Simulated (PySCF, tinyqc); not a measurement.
RHF in the sto-3g basis, for H6, spin multiplicity 1, step by step (part 2 of 2). This run ends on a higher stationary point, not on the lowest solution. The lowest restricted solution is unstable here: a spin-polarised one lies 0.1655 hartree lower (PySCF). Computed by tinyqc, a small Python program that keeps every step (integrals from PySCF). Command: `OMP_NUM_THREADS=1 python tinyqc.py 20623 20624 out.jsonl` (the two numbers bound the seeds that draw the settings). One thread of a shared host (Intel(R) Xeon(R) Processor @ 2.60GHz), about 0.07 s of CPU time with the checks.

Geometry (angstrom):
```
atom         x         y         z
H     0.000000  0.000000  0.000000
H     0.000000  0.000000  1.356000
H     0.000000  0.000000  2.318000
H     0.000000  0.000000  3.674000
H     0.000000  0.000000  4.635000
H     0.000000  0.000000  5.992000
```

## Iteration 3: DIIS over 3 matrices

error matrix X^T (FDS - SDF) X:
```
           1          2          3          4          5          6
1   0.000000   0.000795   0.716688   0.002614   0.089938   0.003890
2  -0.000795   0.000000  -0.000478   0.071614   0.005924  -0.328515
3  -0.716688   0.000478   0.000000  -0.004362  -0.002809   0.000167
4  -0.002614  -0.071614   0.004362   0.000000   0.007277  -0.260227
5  -0.089938  -0.005924   0.002809  -0.007277   0.000000  -0.001357
6  -0.003890   0.328515  -0.000167   0.260227   0.001357   0.000000
```

B (overlaps of the stored error matrices):
```
               1              2              3
1  3.7185227e-02  4.4056490e-02  4.4113452e-02
2  4.4056490e-02  1.3712382e+00  1.3881379e+00
3  4.4113452e-02  1.3881379e+00  1.4052777e+00
```

Minimise |sum c_i e_i|^2 with sum c_i = 1: solve [B -1; -1 0][c; lambda] = [0; -1] with B_ij = tr e_i^T e_j, and take F = sum c_i F_i.

DIIS coefficients: 1.020664  -1.232543  1.211880

extrapolated F (hartree):
```
           1H 1s      2H 1s      3H 1s      4H 1s      5H 1s      6H 1s
1H 1s   0.009790  -0.087133  -0.028327  -0.020770   0.012075   0.012912
2H 1s  -0.087133  -0.156211  -0.240001  -0.064243  -0.002902   0.012050
3H 1s  -0.028327  -0.240001  -0.303943  -0.163679  -0.064345  -0.020771
4H 1s  -0.020770  -0.064243  -0.163679  -0.303496  -0.239682  -0.028184
5H 1s   0.012075  -0.002902  -0.064345  -0.239682  -0.155389  -0.086954
6H 1s   0.012912   0.012050  -0.020771  -0.028184  -0.086954   0.010660
```

## Iteration 3: diagonalisation and new density

X:
```
               1          2          3          4          5         6
1H 1s  -0.267413  -0.400848   0.632696   0.614836   0.302241  0.152593
2H 1s   0.758920   0.798783  -0.226044   0.094015   0.420634  0.323026
3H 1s  -0.920974  -0.521349  -0.370678  -0.328951   0.258975  0.377959
4H 1s   0.922941  -0.519890   0.369709  -0.328518  -0.258971  0.378247
5H 1s  -0.761309   0.797009   0.226511   0.094083  -0.420193  0.323424
6H 1s   0.267834  -0.399333  -0.632554   0.615823  -0.301593  0.152598
```

Diagonalise F' = X^T F X, C = X C', fill 3 alpha and 3 beta electrons from the bottom; D = 2 C_occ C_occ^T. Each column has its largest component positive (the first on a tie).

F' = X^T F X (hartree):
```
           1          2          3          4          5          6
1   0.150209  -0.000280  -0.116606   0.000184   0.018577  -0.000098
2  -0.000280   0.112211   0.000217  -0.055335  -0.000133   0.041937
3  -0.116606   0.000217  -0.051253  -0.000429   0.090177   0.000203
4   0.000184  -0.055335  -0.000429  -0.026383  -0.000068   0.104017
5   0.018577  -0.000133   0.090177  -0.000068  -0.202434  -0.000332
6  -0.000098   0.041937   0.000203   0.104017  -0.000332  -0.340508
```

orbital energies (hartree): MO1 -0.378306, MO2 -0.256400, MO3 -0.051763, MO4 -0.008034, MO5 0.131659, MO6 0.204688

coefficients C:
```
            MO1        MO2        MO3        MO4        MO5        MO6
1H 1s  0.007019  -0.004285   0.535355   0.476890  -0.578779   0.525421
2H 1s  0.187737  -0.335960   0.342781   0.425954   0.734266  -0.754340
3H 1s  0.517471  -0.560857  -0.518670  -0.328637  -0.386912   0.682988
4H 1s  0.514498   0.564366   0.514904  -0.335133  -0.376427  -0.688837
5H 1s  0.185825   0.335508  -0.338239   0.431342   0.723541   0.764899
6H 1s  0.007048   0.004258  -0.528060   0.484250  -0.571807  -0.533322
```

D after iteration 3:
```
           1H 1s      2H 1s      3H 1s      4H 1s      5H 1s      6H 1s
1H 1s   0.573345   0.372534  -0.543274   0.553699  -0.362423  -0.565337
2H 1s   0.372534   0.531227   0.215567   0.166971  -0.387547  -0.362233
3H 1s  -0.543274   0.215567   1.702710  -0.634713   0.166843   0.550296
4H 1s   0.553699   0.166971  -0.634713   1.696686   0.221590  -0.531742
5H 1s  -0.362423  -0.387547   0.166843   0.221590   0.523005   0.362698
6H 1s  -0.565337  -0.362233   0.550296  -0.531742   0.362698   0.557831
```

## Iteration 4: building the Fock matrix

core Hamiltonian H = T + V (hartree):
```
           1H 1s      2H 1s      3H 1s      4H 1s      5H 1s      6H 1s
1H 1s  -1.428729  -0.639407  -0.159557  -0.010696  -0.000960  -0.000015
2H 1s  -0.639407  -1.888195  -1.187320  -0.170049  -0.026412  -0.000957
3H 1s  -0.159557  -1.187320  -1.985074  -0.726404  -0.170357  -0.010696
4H 1s  -0.010696  -0.170049  -0.726404  -1.985450  -1.188825  -0.159550
5H 1s  -0.000960  -0.026412  -0.170357  -1.188825  -1.888519  -0.638509
6H 1s  -0.000015  -0.000957  -0.010696  -0.159550  -0.638509  -1.428430
```

nuclear repulsion = 3.95053033 hartree

Given earlier and not repeated: Two-electron integrals (ij|kl) in chemists' order.

J_ij = sum D_kl (ij|kl), K_ij = sum D_kl (ik|jl); F = H + J - 0.5 K; E = tr D H + tr D J / 2 - 0.25 tr D K + E_nn.

Coulomb J (hartree):
```
          1H 1s     2H 1s     3H 1s     4H 1s     5H 1s     6H 1s
1H 1s  1.531604  0.554688  0.134219  0.008365  0.000698  0.000009
2H 1s  0.554688  2.177475  1.228603  0.162393  0.022920  0.000695
3H 1s  0.134219  1.228603  2.626757  0.782962  0.162520  0.008341
4H 1s  0.008365  0.162393  0.782962  2.622680  1.226778  0.133559
5H 1s  0.000698  0.022920  0.162520  1.226778  2.168092  0.550101
6H 1s  0.000009  0.000695  0.008341  0.133559  0.550101  1.516662
```

exchange K (hartree):
```
           1H 1s      2H 1s     3H 1s     4H 1s      5H 1s      6H 1s
1H 1s   0.583393   0.330197  0.090450  0.039763  -0.040294  -0.068380
2H 1s   0.330197   0.934008  0.833664  0.133879  -0.030769  -0.040416
3H 1s   0.090450   0.833664  1.447064  0.420822   0.134267   0.039866
4H 1s   0.039763   0.133879  0.420822  1.445853   0.834322   0.090866
5H 1s  -0.040294  -0.030769  0.134267  0.834322   0.928393   0.323608
6H 1s  -0.068380  -0.040416  0.039866  0.090866   0.323608   0.567933
```

Fock matrix F (hartree):
```
           1H 1s      2H 1s      3H 1s      4H 1s      5H 1s      6H 1s
1H 1s  -0.188821  -0.249818  -0.070563  -0.022212   0.019885   0.034184
2H 1s  -0.249818  -0.177724  -0.375549  -0.074596   0.011892   0.019946
3H 1s  -0.070563  -0.375549  -0.081849  -0.153853  -0.074970  -0.022288
4H 1s  -0.022212  -0.074596  -0.153853  -0.085697  -0.379208  -0.071425
5H 1s   0.019885   0.011892  -0.074970  -0.379208  -0.184624  -0.250212
6H 1s   0.034184   0.019946  -0.022288  -0.071425  -0.250212  -0.195735
```

total energy of this density = -2.25077501 hartree

## Iteration 4: DIIS over 4 matrices

error matrix X^T (FDS - SDF) X:
```
           1          2          3          4          5          6
1   0.000000   0.000605   0.741822   0.002068   0.103884   0.003340
2  -0.000605   0.000000  -0.000015   0.074466   0.005037  -0.338376
3  -0.741822   0.000015   0.000000  -0.003414  -0.005075   0.000079
4  -0.002068  -0.074466   0.003414   0.000000   0.005706  -0.264399
5  -0.103884  -0.005037   0.005075  -0.005706   0.000000  -0.001088
6  -0.003340   0.338376  -0.000079   0.264399   0.001088   0.000000
```

B (overlaps of the stored error matrices):
```
               1              2              3              4
1  3.7185227e-02  4.4056490e-02  4.4113452e-02  4.4118914e-02
2  4.4056490e-02  1.3712382e+00  1.3881379e+00  1.4350206e+00
3  4.4113452e-02  1.3881379e+00  1.4052777e+00  1.4528343e+00
4  4.4118914e-02  1.4350206e+00  1.4528343e+00  1.5023093e+00
```

As before.

DIIS coefficients: 1.006188  14.958929  -20.369671  5.404554

extrapolated F (hartree):
```
           1H 1s      2H 1s      3H 1s      4H 1s      5H 1s      6H 1s
1H 1s   0.000540  -0.090242  -0.030556  -0.021215   0.011850   0.013193
2H 1s  -0.090242  -0.165222  -0.247032  -0.064971  -0.002978   0.011729
3H 1s  -0.030556  -0.247032  -0.306922  -0.164326  -0.064587  -0.021127
4H 1s  -0.021215  -0.064971  -0.164326  -0.299408  -0.239872  -0.028507
5H 1s   0.011850  -0.002978  -0.064587  -0.239872  -0.150221  -0.088427
6H 1s   0.013193   0.011729  -0.021127  -0.028507  -0.088427   0.016193
```

## Iteration 4: diagonalisation and new density

As before.

F' = X^T F X (hartree):
```
           1          2          3          4          5          6
1   0.159367  -0.006374  -0.115314   0.001928   0.018501  -0.000334
2  -0.006374   0.117777   0.005629  -0.054028  -0.001437   0.040856
3  -0.115314   0.005629  -0.051897  -0.006086   0.089929   0.001559
4   0.001928  -0.054028  -0.006086  -0.026356  -0.002497   0.102499
5   0.018501  -0.001437   0.089929  -0.002497  -0.205981  -0.005891
6  -0.000334   0.040856   0.001559   0.102499  -0.005891  -0.343915
```

orbital energies (hartree): MO1 -0.380366, MO2 -0.258293, MO3 -0.051708, MO4 -0.007660, MO5 0.134871, MO6 0.212149

coefficients C:
```
            MO1        MO2        MO3        MO4        MO5        MO6
1H 1s  0.009423  -0.008664   0.601434   0.427122  -0.616865   0.447557
2H 1s  0.208561  -0.343491   0.356689   0.368902   0.823203  -0.672877
3H 1s  0.533911  -0.525160  -0.540846  -0.270561  -0.480173   0.646834
4H 1s  0.489384   0.581158   0.476268  -0.385199  -0.291963  -0.734274
5H 1s  0.176008   0.341303  -0.284635   0.458418   0.637351   0.843382
6H 1s  0.008871   0.008469  -0.472979   0.544455  -0.508966  -0.587769
```

D after iteration 4:
```
           1H 1s      2H 1s      3H 1s      4H 1s      5H 1s      6H 1s
1H 1s   0.723774   0.438932  -0.631404   0.572041  -0.344975  -0.568911
2H 1s   0.438932   0.577421   0.197654   0.144647  -0.364104  -0.339530
3H 1s  -0.631404   0.197654   1.706736  -0.603004   0.137355   0.512194
4H 1s   0.572041   0.144647  -0.603004   1.608146   0.297849  -0.432003
5H 1s  -0.344975  -0.364104   0.137355   0.297849   0.456967   0.278156
6H 1s  -0.568911  -0.339530   0.512194  -0.432003   0.278156   0.447719
```

## Iteration 14 (converged): orbitals

converged F (hartree):
```
           1H 1s      2H 1s      3H 1s      4H 1s      5H 1s      6H 1s
1H 1s  -0.126192  -0.245424  -0.102129  -0.032486   0.000128   0.036994
2H 1s  -0.245424  -0.293482  -0.491041  -0.087733  -0.005210   0.000105
3H 1s  -0.102129  -0.491041  -0.287386  -0.216037  -0.087893  -0.032605
4H 1s  -0.032486  -0.087733  -0.216037  -0.287809  -0.491580  -0.102048
5H 1s   0.000128  -0.005210  -0.087893  -0.491580  -0.293716  -0.244838
6H 1s   0.036994   0.000105  -0.032605  -0.102048  -0.244838  -0.125990
```

As before.

F' = X^T F X (hartree):
```
           1          2          3          4          5          6
1   0.783735   0.000126  -0.033919  -0.000010   0.021125  -0.000014
2   0.000126   0.480960  -0.000085   0.015844  -0.000004  -0.033657
3  -0.033919  -0.000085  -0.109308   0.000055   0.074991  -0.000119
4  -0.000010   0.015844   0.000055  -0.057770  -0.000098   0.018548
5   0.021125  -0.000004   0.074991  -0.000098  -0.463266   0.000039
6  -0.000014  -0.033657  -0.000119   0.018548   0.000039  -0.573102
```

orbital energies (hartree): MO1 -0.574877, MO2 -0.479096, MO3 -0.095033, MO4 -0.057499, MO5 0.482464, MO6 0.785290

coefficients C:
```
            MO1        MO2        MO3        MO4        MO5        MO6
1H 1s  0.116824   0.175155  -0.670805   0.631282  -0.387889  -0.286128
2H 1s  0.344720   0.441062   0.111680   0.084308   0.790284   0.773130
3H 1s  0.372403   0.348252   0.341015  -0.300646  -0.541593  -0.903086
4H 1s  0.373372  -0.347721  -0.340323  -0.299455  -0.540992   0.904637
5H 1s  0.345717  -0.440158  -0.112049   0.084814   0.789124  -0.774865
6H 1s  0.116770  -0.174077   0.671746   0.631192  -0.386416   0.286197
```

D after iteration 14:
```
           1H 1s      2H 1s      3H 1s      4H 1s      5H 1s      6H 1s
1H 1s   0.988613   0.085220  -0.248502   0.422009   0.076910  -0.934919
2H 1s   0.085220   0.651679   0.640120  -0.125330  -0.174950   0.076989
3H 1s  -0.248502   0.640120   0.752510  -0.196209  -0.125500   0.423877
4H 1s   0.422009  -0.125330  -0.196209   0.752273   0.640532  -0.248964
5H 1s   0.076910  -0.174950  -0.125500   0.640532   0.651629   0.083445
6H 1s  -0.934919   0.076989   0.423877  -0.248964   0.083445   0.990362
```

## Convergence

Stop when the energy changes by less than 1e-08 hartree and every element of the error matrix X^T (F D S - S D F) X is below 3e-05.

Course of the cycle:
```
iteration  E (hartree)     change  largest element of the error matrix
1           0.25445269          -                             8.98e-02
2          -2.29615327  -2.55e+00                             7.08e-01
3          -2.28448888   1.17e-02                             7.17e-01
4          -2.25077501   3.37e-02                             7.42e-01
5          -2.27394237  -2.32e-02                             7.08e-01
6          -2.65502097  -3.81e-01                             2.20e-01
7          -2.66210544  -7.08e-03                             1.32e-01
8          -2.70421792  -4.21e-02                             2.63e-02
9          -2.70544998  -1.23e-03                             5.96e-03
10         -2.70550226  -5.23e-05                             3.34e-03
11         -2.70553382  -3.16e-05                             2.97e-04
12         -2.70553371   1.12e-07                             4.65e-04
13         -2.70553407  -3.60e-07                             6.25e-05
14         -2.70553407  -6.20e-09                             2.19e-05
```

PySCF RHF in the same basis = -2.90361063 hartree

Converged in 14 iterations. But the solution lies 0.19808 hartree above the reference: it is another stationary point, not the lowest restricted one. Reruns (cap 100 unless said): damping 0.5: converged in 37; level shift 0.5: converged in 31; atomic densities as start, DIIS 8: converged in 9.

## Populations, bond orders and dipole

overlap S:
```
          1H 1s     2H 1s     3H 1s     4H 1s     5H 1s     6H 1s
1H 1s  1.000000  0.314220  0.069119  0.003976  0.000317  0.000004
2H 1s  0.314220  1.000000  0.519144  0.069119  0.009956  0.000317
3H 1s  0.069119  0.519144  1.000000  0.314220  0.069243  0.003976
4H 1s  0.003976  0.069119  0.314220  1.000000  0.519747  0.069119
5H 1s  0.000317  0.009956  0.069243  0.519747  1.000000  0.313789
6H 1s  0.000004  0.000317  0.003976  0.069119  0.313789  1.000000
```

Mulliken: Z minus the diagonal of D S on the atom; Loewdin: the same with S^(1/2) D S^(1/2); Mayer order: 2 sum_s sum (D(s) S)_ij (D(s) S)_ji over the two atoms.

Charges (e):
```
atom   Mulliken    Loewdin
1H     0.000087  -0.002995
2H    -0.000391   0.001519
3H     0.001010   0.002175
4H     0.000658   0.001845
5H    -0.000320   0.001562
6H    -0.001044  -0.004106
```

Mayer bond orders:
```
pair      order
2-1    0.098934
3-1   -0.000007
3-2    0.875299
4-1    0.122510
4-2   -0.001291
4-3    0.002266
5-1   -0.000211
5-2    0.027265
5-3   -0.001288
5-4    0.876523
6-1    0.778774
6-2   -0.000207
6-3    0.123728
6-4   -0.000008
6-5    0.097712
```

dipole moment about the origin, x y z (debye): 0.000000  0.000000  -0.016857
